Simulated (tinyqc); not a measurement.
RKS/B3LYP (VWN-RPA form) in the sto-3g basis, for H2, spin multiplicity 1, step by step. Computed by tinyqc, a small Python program that keeps every step (integrals from PySCF). Settings: charge = 0, multiplicity = 1, basis = sto-3g, energy threshold = 1e-09, iteration cap = 70, orthogonalisation = canonical, start = atomic densities, DIIS depth = 0, method = RKS, functional = b3lyp, grid = [10, 14]. Command: `OMP_NUM_THREADS=1 python tinyqc.py 30272 30273 out.jsonl` (the two numbers bound the seeds that draw the settings). One thread of a shared host (Intel(R) Xeon(R) Processor @ 2.60GHz), about 0.2 s of CPU time with the checks. Later iterations appear only in the table of the cycle.

## One-electron integrals

Geometry (angstrom):
```
atom         x         y         z
H     0.000000  0.000000  0.000000
H     0.000000  0.000000  0.989000
```

Basis sto-3g: exponents (1/bohr^2) and contraction coefficients of normalised primitives:
```
element  l (shell)  exponent  coefficient
H            s (1)  3.425251     0.154329
H            s (1)  0.623914     0.535328
H            s (1)  0.168855     0.444635
```

Overlap, kinetic and nuclear-attraction integrals over the contracted functions; the nuclear repulsion is the sum of Za Zb / Rab.

nuclear repulsion = 0.53506290 hartree

overlap S, order 1H 1s, 2H 1s:
$$\begin{pmatrix}
1.000000 & 0.502989 \\
0.502989 & 1.000000
\end{pmatrix}$$

kinetic energy T (hartree), order 1H 1s, 2H 1s:
$$\begin{pmatrix}
0.760032 & 0.115442 \\
0.115442 & 0.760032
\end{pmatrix}$$

nuclear attraction V (hartree), order 1H 1s, 2H 1s:
$$\begin{pmatrix}
-1.744507 & -0.808750 \\
-0.808750 & -1.744507
\end{pmatrix}$$

core Hamiltonian H = T + V (hartree), order 1H 1s, 2H 1s:
$$\begin{pmatrix}
-0.984475 & -0.693308 \\
-0.693308 & -0.984475
\end{pmatrix}$$

## Two-electron integrals

Functions are numbered as in S; the eight-fold symmetry (ij|kl) = (ji|kl) = (kl|ij) leaves the list below.

Two-electron integrals (ij|kl) in chemists' order, unique and non-zero (hartree):
```
(11|11) 0.774606   (21|11) 0.314422   (21|21) 0.162480   (22|11) 0.481639
(22|21) 0.314422   (22|22) 0.774606
```

## Orthogonalisation

S = U s U^T; canonical form X = U s^(-1/2), so that X^T S X = 1. Each column of U has its largest component positive (the first on a tie).

eigenvalues of S: [0.497011, 1.502989]

X, order 1H 1s, 2H 1s:
$$\begin{pmatrix}
1.003002 & 0.576776 \\
-1.003002 & 0.576776
\end{pmatrix}$$

## Starting guess

The start is atomic minimal-basis densities projected into this basis (PySCF's MINAO start) and scaled to the electron count of each spin; this density is not idempotent, so its energy is not variational and may lie below the converged one.

D at the start, order 1H 1s, 2H 1s:
$$\begin{pmatrix}
0.952204 & 0.095024 \\
0.095024 & 0.952204
\end{pmatrix}$$

## Iteration 1: exchange-correlation on the grid

Becke grid with 10 radial and 14 angular points per atom, points of zero weight dropped. rho = sum D_ij phi_i phi_j; V_xc,ij = sum w v_xc phi_i phi_j plus the gradient terms; v_xc is d(rho eps)/d rho at fixed gradient. Exact exchange is left to K.

The 8 grid points with the largest w rho, of 276 (bohr, atomic units):
```
x                  y         z         w       rho  |grad rho|^2     eps_xc       v_xc
-0.611065   0.611065  1.257874  0.515824  0.059487      0.011916  -0.287900  -0.339271
0.611065   -0.611065  1.257874  0.515824  0.059487      0.011916  -0.287900  -0.339271
-0.611065  -0.611065  1.257874  0.515824  0.059487      0.011916  -0.287900  -0.339271
0.611065    0.611065  1.257874  0.515824  0.059487      0.011916  -0.287900  -0.339271
0.611065   -0.611065  0.611065  0.515824  0.059487      0.011916  -0.287900  -0.339271
-0.611065  -0.611065  0.611065  0.515824  0.059487      0.011916  -0.287900  -0.339271
0.611065    0.611065  0.611065  0.515824  0.059487      0.011916  -0.287900  -0.339271
-0.611065   0.611065  0.611065  0.515824  0.059487      0.011916  -0.287900  -0.339271
```

electrons on the grid, sum of w rho = 2.011500

E_xc = sum of w rho eps_xc = -0.57574395 hartree

V_xc (hartree), order 1H 1s, 2H 1s:
$$\begin{pmatrix}
-0.367911 & -0.173956 \\
-0.173956 & -0.367911
\end{pmatrix}$$

## Iteration 1: building the Kohn-Sham matrix

J_ij = sum D_kl (ij|kl), K_ij = sum D_kl (ik|jl); F = H + J - 0.1 K + V_xc; E = tr D H + tr D J / 2 - 0.05 tr D K + E_xc + E_nn.

Coulomb J (hartree), order 1H 1s, 2H 1s:
$$\begin{pmatrix}
1.255957 & 0.629667 \\
0.629667 & 1.255957
\end{pmatrix}$$

exchange K (hartree), order 1H 1s, 2H 1s:
$$\begin{pmatrix}
0.952052 & 0.659995 \\
0.659995 & 0.952052
\end{pmatrix}$$

Kohn-Sham matrix F (hartree), order 1H 1s, 2H 1s:
$$\begin{pmatrix}
-0.191634 & -0.303597 \\
-0.303597 & -0.191634
\end{pmatrix}$$

total energy of this density = -0.88845028 hartree

This density is the starting one; it is not idempotent, so its energy is not variational and may lie below the converged one.

## Iteration 1: diagonalisation and new density

Diagonalise F' = X^T F X, C = X C', fill 1 alpha and 1 beta electrons from the bottom; D = 2 C_occ C_occ^T. Each column has its largest component positive (the first on a tie).

F' = X^T F X (hartree):
$$\begin{pmatrix}
0.225272 & 0.000000 \\
0.000000 & -0.329497
\end{pmatrix}$$

orbital energies (hartree): MO1 -0.329497, MO2 0.225272

coefficients C, order 1H 1s, 2H 1s:
$$\begin{pmatrix}
0.576776 & 1.003002 \\
0.576776 & -1.003002
\end{pmatrix}$$

D after iteration 1, order 1H 1s, 2H 1s:
$$\begin{pmatrix}
0.665341 & 0.665341 \\
0.665341 & 0.665341
\end{pmatrix}$$

## Iteration 2: exchange-correlation on the grid

As before.

The 8 grid points with the largest w rho, of 276 (bohr, atomic units):
```
x                  y         z         w       rho  |grad rho|^2     eps_xc       v_xc
-0.611065   0.611065  0.611065  0.515824  0.071260      0.015316  -0.301333  -0.359618
0.611065   -0.611065  0.611065  0.515824  0.071260      0.015316  -0.301333  -0.359618
-0.611065  -0.611065  0.611065  0.515824  0.071260      0.015316  -0.301333  -0.359618
0.611065    0.611065  0.611065  0.515824  0.071260      0.015316  -0.301333  -0.359618
0.611065   -0.611065  1.257874  0.515824  0.071260      0.015316  -0.301333  -0.359618
-0.611065  -0.611065  1.257874  0.515824  0.071260      0.015316  -0.301333  -0.359618
0.611065    0.611065  1.257874  0.515824  0.071260      0.015316  -0.301333  -0.359618
-0.611065   0.611065  1.257874  0.515824  0.071260      0.015316  -0.301333  -0.359618
```

electrons on the grid, sum of w rho = 2.016411

E_xc = sum of w rho eps_xc = -0.56569677 hartree

V_xc (hartree), order 1H 1s, 2H 1s:
$$\begin{pmatrix}
-0.365237 & -0.177191 \\
-0.177191 & -0.365237
\end{pmatrix}$$

## Iteration 2: building the Kohn-Sham matrix

As before.

Coulomb J (hartree), order 1H 1s, 2H 1s:
$$\begin{pmatrix}
1.254228 & 0.634605 \\
0.634605 & 1.254228
\end{pmatrix}$$

exchange K (hartree), order 1H 1s, 2H 1s:
$$\begin{pmatrix}
1.041877 & 0.846955 \\
0.846955 & 1.041877
\end{pmatrix}$$

Kohn-Sham matrix F (hartree), order 1H 1s, 2H 1s:
$$\begin{pmatrix}
-0.199672 & -0.320590 \\
-0.320590 & -0.199672
\end{pmatrix}$$

total energy of this density = -1.13218403 hartree

## Iteration 2: diagonalisation and new density

As before.

F' = X^T F X (hartree):
$$\begin{pmatrix}
0.243290 & 0.000000 \\
0.000000 & -0.346152
\end{pmatrix}$$

orbital energies (hartree): MO1 -0.346152, MO2 0.243290

coefficients C, order 1H 1s, 2H 1s:
$$\begin{pmatrix}
0.576776 & 1.003002 \\
0.576776 & -1.003002
\end{pmatrix}$$

D after iteration 2, order 1H 1s, 2H 1s:
$$\begin{pmatrix}
0.665341 & 0.665341 \\
0.665341 & 0.665341
\end{pmatrix}$$

## Iteration 3 (converged): orbitals

converged F (hartree), order 1H 1s, 2H 1s:
$$\begin{pmatrix}
-0.199672 & -0.320590 \\
-0.320590 & -0.199672
\end{pmatrix}$$

As before.

F' = X^T F X (hartree):
$$\begin{pmatrix}
0.243290 & 0.000000 \\
0.000000 & -0.346152
\end{pmatrix}$$

orbital energies (hartree): MO1 -0.346152, MO2 0.243290

coefficients C, order 1H 1s, 2H 1s:
$$\begin{pmatrix}
0.576776 & 1.003002 \\
0.576776 & -1.003002
\end{pmatrix}$$

D after iteration 3, order 1H 1s, 2H 1s:
$$\begin{pmatrix}
0.665341 & 0.665341 \\
0.665341 & 0.665341
\end{pmatrix}$$

## Convergence

Stop when the energy changes by less than 1e-09 hartree and every element of the error matrix X^T (F D S - S D F) X is below 9e-06.

Course of the cycle:
```
iteration  E (hartree)     change  largest element of the error matrix
1          -0.88845028          -                             2.25e-16
2          -1.13218403  -2.44e-01                             3.85e-16
3          -1.13218403   0.000000                             8.99e-16
```

PySCF RKS in the same basis, fine grid = -1.12818437 hartree

Converged in 3 iterations. The coarse grid moves the energy by -4.00e-03 hartree.

## Populations, bond orders and dipole

Mulliken: Z minus the diagonal of D S on the atom; Loewdin: the same with S^(1/2) D S^(1/2); Mayer order: 2 sum_s sum (D(s) S)_ij (D(s) S)_ji over the two atoms.

Charges (e):
```
atom  Mulliken  Loewdin
1H           0        0
2H           0        0
```

Mayer bond orders:
```
pair     order
2-1   1.000000
```

dipole moment about the origin, x y z (debye): [0.000000, 0.000000, 0.000000]
